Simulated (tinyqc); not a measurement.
Quasiparticle equation with a plasmon-pole self-energy for two band edges, step by step. Values are carried at full precision from step to step, so a last printed digit may differ when a step is redone from the rounded ones.

For each edge E = e + X + Sc(E), with the correlation part Sc(E) = A[0]/(E - a + w) + A[1]/(E - b - w); a and b are the valence and conduction energies that enter the Green function (a = ev, b = ec in the one-shot scheme). Z = 1/(1 - dSc/dE), dSc/dE = -A[0]/(E - a + w)^2 - A[1]/(E - b - w)^2.

Values chosen for the exercise (scales of the order of those of AlN; shifted at random, so the results belong to these values and not to a real crystal):
```
symbol  value         unit  meaning
ev      0             eV    mean-field valence top
ec      4.39          eV    mean-field conduction edge
w       19.6          eV    pole energy
Av      (98.5, 41.8)  eV^2  weights of the valence state on the hole and electron poles
Ac      (48.6, 90.4)  eV^2  the same for the conduction state
Xv      -4.1          eV    exchange minus the mean-field potential, valence
Xc      3.87          eV    the same, conduction
```

## Linearised one-shot correction

Evaluate Sc and its slope at the mean-field energy; E = e + Z (X + Sc).

Terms:
```
edge        Sc (eV)   dSc/dE       Z  X + Sc (eV)   E (eV)
valence      3.2831  -0.3290  0.7524      -0.8169  -0.6146
conduction  -2.5864  -0.3198  0.7577       1.2836   5.3626
```

gap = 5.9772 eV
gap with Z = 1 = 6.4905 eV

The gap opens by 1.587 eV, 39 % of it by lowering the valence top. Setting Z = 1 would overshoot by 0.513 eV. X and Sc have opposite signs and are each larger than the sum they leave, so both must be converged well.

## Solving the equation for the conduction edge

Newton steps on f(E) = E - ec - Xc - Sc(E) from E = ec; the first step is the linearised result.

Iterates:
```
step   E (eV)   Sc (eV)     f (eV)
0     4.39000  -2.58640  -1.283599
1     5.36260  -2.90615   0.008750
2     5.35606  -2.90394   0.000000
3     5.35606  -2.90394   0.000000
```

The linearisation errs by +6.5 meV, as the shift is only 0.049 of the pole energy.

## All solutions for the valence state

Multiplying out gives a cubic; give its three roots and their weights Z.

roots (eV): [-24.612, -0.612, 25.514]

weights: [0.2025, 0.7450, 0.0525]

The weights add up to 1. The satellite below lies 24.00 eV from the main peak, 22 % more than w: this scheme places plasmon satellites too far out, and gives one where a cumulant form gives a series.

## Updating the energies in the Green function

Solve both equations exactly, put the results in place of a and b, and repeat five times; w is kept.

Cycles (eV):
```
cycle       Ev      Ec     gap
1      -0.6117  5.3561  5.9677
2      -0.6856  5.5029  6.1885
3      -0.6930  5.5254  6.2184
4      -0.6934  5.5290  6.2224
5      -0.6933  5.5296  6.2229
```

The update moves the gap by +255 meV from the one-shot value; each cycle shrinks the change to about 0.14 of the one before.

## Checks

- Sum of the weights of the three roots: both 1.000000.
- Newton result against the root by bisection (eV): both 5.35606.

Program tinyqc; command `OMP_NUM_THREADS=1 python tinyqc.py 1851008 1851009 out.jsonl`; about 0.02 s on one thread of a shared Intel(R) Xeon(R) Processor @ 2.30GHz.
